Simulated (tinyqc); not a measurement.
Worked calculation: lateral field, substrate current, probability of reaching the oxide barrier and hot-carrier lifetime of a silicon transistor (pseudo-two-dimensional and lucky-electron models). Computed by tinyqc, a small Python program that keeps every step. Command: `OMP_NUM_THREADS=1 python tinyqc.py 3022484 3022485 out.jsonl hotcar walk`. One thread of a shared host (Intel(R) Xeon(R) Processor @ 2.30GHz), about 0.01 s of CPU time with the checks. Intermediate numbers are printed to about 6 digits and carried at full precision; extremes and crossings named in words are read from the listed rows.

Local-field models: a lucky carrier gains its energy at the peak field over a path free of collisions. Voltages are magnitudes.

Inputs (values chosen for the exercise, modelled on a silicon n-channel): channel length L = 1300 nm; oxide thickness t = 22 nm; junction depth x_j = 250 nm; mobility mu = 320 cm^2/(V s); saturation velocity v_s = 0.88 1e7 cm/s; threshold voltage V_T = 0.67 V; gate voltage V_G = 2.4 V; drain voltage V_D = 6.3 V; ionisation prefactor A_i = 2e+06 1/cm; ionisation field B_i = 1.63 MV/cm; hot-carrier mean free path lambda = 8.3 nm; oxide barrier phi_b = 3.1 eV; interface-trap threshold phi_it = 3.7 eV; lifetime constant H = 200 s microampere/micrometre.

Drain: abrupt.

Constants: eps_0 = 8.8541878128e-12 F/m.

## Saturation point and current

C_ox = 3.9 eps_0/t; F_sat = 2 v_s/mu; V_Dsat = V_ov F_sat L/(V_ov + F_sat L), V_ov = V_G - V_T; I_D/W = C_ox v_s (V_ov - V_Dsat).

F_sat = 55 kV/cm

V_Dsat = 1.39296 V

drain current I_D/W = 46.5535 microampere/micrometre

## Peak lateral field

Scale length l = 0.22 t^(1/3) x_j^(1/2) (all in cm); F_m = sqrt(((V_D - V_Dsat)/l_e)^2 + F_sat^2), with l_e = l; length of the velocity-saturated region l_e ln((V_D - V_Dsat)/(l_e F_sat) + F_m/F_sat).

scale length l = 143.065 nm

peak field F_m = 347.375 kV/cm

velocity-saturated length = 361.939 nm

energy gained over one free path, e lambda F_m = 0.288321 eV

The field rises from F_sat to F_m as cosh(x/l_e), a factor 6.3, over 28 % of L.

## Hot-carrier currents and lifetime

Substrate current I_sub/I_D = (A_i/B_i)(V_D - V_Dsat) exp(-B_i/F_m); probability of reaching the oxide barrier exp(-phi_b/(e lambda F_m)); lifetime tau = (H/(I_D/W)) exp(phi_it/(e lambda F_m)).

I_sub/I_D = 0.0551833

substrate current I_sub/W = 2.56898 microampere/micrometre

probability of reaching phi_b = 2.14049e-05

lifetime tau = 1.60818e+06 s

exponent m = phi_it/(e lambda B_i) = 2.73487

Since both exponentials depend on 1/F_m, tau I_D scales about as (I_sub/I_D)^(-m) with m = 2.73, which lets I_sub serve as the monitor. The lifetime is 0.00510 times ten years (3.156e8 s).

## Substrate current against gate voltage

The formulas are those given above.

At the given drain voltage:
```
V_G (V)  V_Dsat (V)  I_D/W (microampere/micrometre)  F_m (kV/cm)  I_sub/W (microampere/micrometre)      tau (s)
0.98        0.29712                           1.779      423.180                           0.27839  4.22358e+06
1.30        0.57898                           7.047      403.654                           0.87209  1.77531e+06
1.80        0.97579                          21.301      376.196                           1.82711  1.31498e+06
2.40        1.39296                          46.554      347.375                           2.56898  1.60818e+06
3.20        1.86875                          91.335      314.582                           2.79074  3.12339e+06
4.10        2.31801                         153.595      283.717                           2.40007  8.67772e+06
5.10        2.73528                         234.084      255.166                           1.72174  3.30309e+07
6.00        3.05365                         314.422      233.485                           1.16376  1.24544e+08
6.90        3.32919                         400.676      214.815                           0.73981  5.13681e+08
```

I_sub peaks at V_G = 3.2 V, 0.51 V_D: a higher gate voltage brings more carriers but raises V_Dsat and so lowers F_m. The shortest lifetime among the rows lies at V_G = 1.8 V, below that of the largest I_sub, since tau depends more steeply on the field.

## Extrapolating accelerated tests

V_10 solves tau = 3.156e8 s at the given V_G. The extrapolation fits ln(tau) against 1/V_D at 1, 1.08, 1.16 and 1.25 times the given V_D (rounded to 3 digits) by least squares and reads off the same tau.

Stress points:
```
V_D (V)  1/V_D (1/V)      tau (s)
6.30        0.158730  1.60818e+06
6.80        0.147059  5.03715e+05
7.31        0.136799  1.87591e+05
7.88        0.126904  7.44196e+04
```

ten-year drain voltage V_10 = 4.82507 V

V_10 from the 1/V_D extrapolation = 4.68263 V

The extrapolation is 142 mV below the true value: ln(tau) is nearly linear in 1/(V_D - V_Dsat), not in 1/V_D, so the straight line errs on the safe side when one extrapolates down.

Checks made by the program: voltage drop as the integral of F_sat cosh(x/l_e) over the saturated length (relative difference below 1e-10).
